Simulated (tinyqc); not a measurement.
Inside a calculation. Method: Hubbard ring of 3 sites. One step of it, computed by the program tinyqc.

Problem. The many-body Hamiltonian. Basis: all placements (u, d, 2, 0 on each site), up operators ordered before down ones; hops carry the sign of the same-spin electrons passed.

one-body matrix (hopping and site energies) (eV), order 1, 2, 3:
```
[[-0.680000, -1.630000, -1.630000],
 [-1.630000, -0.630000, -1.630000],
 [-1.630000, -1.630000, 0.380000]]
```

U = 2.300000 eV

electrons, up and down: [2, 1]

Give: H.

Solution.

H (eV), order 2u0, u20, uud, 20u, udu, u02, duu, 02u, 0u2:
```
[[0.3100, -1.6300, -1.6300, -1.6300, 0.0000, 0.0000, 1.6300, 0.0000, 0.0000],
 [-1.6300, 0.3600, -1.6300, 0.0000, -1.6300, 0.0000, 0.0000, 1.6300, 0.0000],
 [-1.6300, -1.6300, -0.9300, 0.0000, 0.0000, -1.6300, 0.0000, 0.0000, 1.6300],
 [-1.6300, 0.0000, 0.0000, 1.3200, -1.6300, -1.6300, -1.6300, 0.0000, 0.0000],
 [0.0000, -1.6300, 0.0000, -1.6300, -0.9300, -1.6300, 0.0000, -1.6300, 0.0000],
 [0.0000, 0.0000, -1.6300, -1.6300, -1.6300, 2.3800, 0.0000, 0.0000, -1.6300],
 [1.6300, 0.0000, 0.0000, -1.6300, 0.0000, 0.0000, -0.9300, -1.6300, -1.6300],
 [0.0000, 1.6300, 0.0000, 0.0000, -1.6300, 0.0000, -1.6300, 1.4200, -1.6300],
 [0.0000, 0.0000, 1.6300, 0.0000, 0.0000, -1.6300, -1.6300, -1.6300, 2.4300]]
```
